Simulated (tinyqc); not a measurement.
Inside a calculation. Method: tight binding, dimerised chain. Computed by tinyqc, a small Python program that keeps every step. Settings: t1 = 1.41, t2 = 0.37, delta = 0, points = 6, cells = 5. Command: `OMP_NUM_THREADS=1 python tinyqc.py 26201 26202 out.jsonl` (the two numbers bound the seeds that draw the settings). One thread of a shared host (Intel(R) Xeon(R) Processor @ 2.60GHz), about 0.01 s of CPU time with the checks.

## Bloch Hamiltonian at k

Parameters chosen for this model:
```
parameter     value                      unit
t1         1.410000       eV, inside the cell
t2         0.370000         eV, between cells
delta             0  eV, +/- on the two sites
```

k point k (2 pi / a): [0.030000]

H_AA = +delta, H_BB = -delta, H_AB = -t1 - t2 exp(-i k a).

H(k) at k (eV), order A, B:
```
[[0.000000, -1.773446+0.069331i],
 [-1.773446-0.069331i, 0.000000]]
```

## Levels at k

Diagonalise the Hermitian matrix.

eigenvalues (eV): [-1.774801, 1.774801]

weights |c|^2 of the basis functions, order A, B:
```
[[0.500000, 0.500000],
 [0.500000, 0.500000]]
```

## Bloch Hamiltonian at X

k point X (2 pi / a): [0.500000]

As before.

H(k) at X (eV), order A, B:
```
[[0.000000, -1.040000],
 [-1.040000, 0.000000]]
```

## Levels at X

As before.

eigenvalues (eV): [-1.040000, 1.040000]

weights |c|^2 of the basis functions, order A, B:
```
[[0.500000, 0.500000],
 [0.500000, 0.500000]]
```

## Bands along a path

The same steps at evenly spaced points between the labelled ones.

Bands along the path (eV):
```
k            band 1    band 2
G         -1.780000  1.780000
G-X 0.25  -1.691980  1.691980
G-X 0.50  -1.457738  1.457738
G-X 0.75  -1.177797  1.177797
X         -1.040000  1.040000
```

With 1 band(s) filled, the highest filled level on these points lies at X and the lowest empty one at X: a gap of 2.0800 eV, direct.

## Berry (Zak) phase of the lower band

On 6 points k_j = j/N: phase = -Im ln of the product of <u_j|u_(j+1)>, closed with u_N = u_0 (the cell-periodic part is taken without the site positions). Single arguments depend on the phases chosen for the u_j; only their sum modulo 2 pi does not.

Overlaps:
```
j  |<u_j|u_j+1>|  argument (rad)
0       0.995091        0.099129
1       0.999586       -0.227050
2       0.991829        0.127921
3       0.991829        0.127921
4       0.999586       -0.227050
5       0.995091        0.099129
```

phase / pi, folded into (-1, 1] = 0.000000

## Open chain of 5 cells

H of the open chain (eV):
```
[[0.000000, -1.410000, 0.000000, 0.000000, 0.000000, 0.000000, 0.000000, 0.000000, 0.000000, 0.000000],
 [-1.410000, 0.000000, -0.370000, 0.000000, 0.000000, 0.000000, 0.000000, 0.000000, 0.000000, 0.000000],
 [0.000000, -0.370000, 0.000000, -1.410000, 0.000000, 0.000000, 0.000000, 0.000000, 0.000000, 0.000000],
 [0.000000, 0.000000, -1.410000, 0.000000, -0.370000, 0.000000, 0.000000, 0.000000, 0.000000, 0.000000],
 [0.000000, 0.000000, 0.000000, -0.370000, 0.000000, -1.410000, 0.000000, 0.000000, 0.000000, 0.000000],
 [0.000000, 0.000000, 0.000000, 0.000000, -1.410000, 0.000000, -0.370000, 0.000000, 0.000000, 0.000000],
 [0.000000, 0.000000, 0.000000, 0.000000, 0.000000, -0.370000, 0.000000, -1.410000, 0.000000, 0.000000],
 [0.000000, 0.000000, 0.000000, 0.000000, 0.000000, 0.000000, -1.410000, 0.000000, -0.370000, 0.000000],
 [0.000000, 0.000000, 0.000000, 0.000000, 0.000000, 0.000000, 0.000000, -0.370000, 0.000000, -1.410000],
 [0.000000, 0.000000, 0.000000, 0.000000, 0.000000, 0.000000, 0.000000, 0.000000, -1.410000, 0.000000]]
```

The same hoppings without the wrap-around bond.

levels (eV): [-1.737495, -1.617341, -1.442199, -1.251309, -1.098956, 1.098956, 1.251309, 1.442199, 1.617341, 1.737495]

weights of the highest filled level on the sites: [0.059662, 0.036243, 0.133502, 0.112046, 0.158547, 0.158547, 0.112046, 0.133502, 0.036243, 0.059662]

The bulk gap runs from -1.0400 to 1.0400 eV; no level of this chain lies inside it.
